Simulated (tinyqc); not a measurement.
Inside a calculation. Method: CCSD on RHF in the sto-3g basis, frozen core, for BeH2, spin multiplicity 1. One step of it, computed by the program tinyqc.

Task: CCSD: starting amplitudes. t_ij^ab = <ij||ab> / (e_i + e_j - e_a - e_b), whose energy is MP2.

orbital energies (hartree): [-4.529862, -0.426755, -0.384950, 0.210875, 0.213888, 0.385066, 0.746701]

Two-electron integrals over orbitals (pq|rs), unique and non-zero (hartree); the lowest 1 orbital is frozen and left out:
```
(22|22) 0.379817    (32|32) 0.159976    (33|22) 0.391823    (33|33) 0.415037
(42|22) 0.006878    (42|33) 0.008163    (42|42) 0.047998    (43|32) 0.011200
(43|43) 0.014153    (44|22) 0.355772    (44|33) 0.339778    (44|42) -0.022298
(44|44) 0.451622    (52|52) 0.047734    (53|53) 0.012929    (54|52) -0.007383
(54|54) 0.025133    (55|22) 0.356906    (55|33) 0.339911    (55|42) -0.008139
(55|44) 0.400541    (55|55) 0.449859    (62|22) -0.015869   (62|33) -0.041366
(62|42) -0.003646   (62|44) 0.060166    (62|55) 0.063819    (62|62) 0.081541
(63|32) -0.091709   (63|43) -0.009398   (63|63) 0.084891    (64|22) 0.001819
(64|33) -0.003425   (64|42) 0.042083    (64|44) -0.002441   (64|55) 0.006289
(64|62) 0.018087    (64|64) 0.046364    (65|52) 0.046202    (65|54) -0.004714
(65|65) 0.048919    (66|22) 0.382141    (66|33) 0.392177    (66|42) 0.019976
(66|44) 0.352623    (66|55) 0.356894    (66|62) -0.024936   (66|64) 0.012244
(66|66) 0.402691    (72|32) -0.040278   (72|43) -0.009352   (72|63) 0.061601
(72|72) 0.057051    (73|22) -0.000781   (73|33) -0.018306   (73|42) -0.013034
(73|44) 0.067287    (73|55) 0.067880    (73|62) 0.076365    (73|64) 0.008674
(73|66) -0.021152   (73|73) 0.086201    (74|32) -0.021613   (74|43) 0.011832
(74|63) 0.013465    (74|72) 0.003971    (74|74) 0.019970    (75|53) 0.013367
(75|75) 0.016863    (76|32) 0.138627    (76|43) 0.012356    (76|63) -0.090484
(76|72) -0.049035   (76|74) -0.018495   (76|76) 0.134370    (77|22) 0.405943
(77|33) 0.422725    (77|42) 0.001715    (77|44) 0.381187    (77|55) 0.380397
(77|62) -0.022376   (77|64) -0.004529   (77|66) 0.415112    (77|73) 0.000795
(77|77) 0.461052
```

Give: Starting amplitudes; correlation energy.

Result:

Starting amplitudes (spin orbitals 1a, 1b, ...; amplitudes related by a flip of all spins are not repeated):
```
from      to        t
3a 3b  6a 6b  -0.0551
2a 2b  6a 6b  -0.0502
2a 3b  6a 7b  -0.0393
3a 3b  7a 7b  -0.0381
2a 2b  4a 4b  -0.0376
2a 2b  5a 5b  -0.0373
2a 3b  6b 7a   0.0317
2a 2b  7a 7b  -0.0243
3a 3b  4a 4b  -0.0119
3a 3b  5a 5b  -0.0108
2a 3a  6a 7a  -0.0076
2a 3b  4a 7b   0.0074
3a 3b  4a 6b   0.0069
2a 3b  4b 7a  -0.0053
2a 2b  4a 6b   0.0025
2a 3a  4a 7a   0.0021
```

correlation energy = -0.027921 hartree
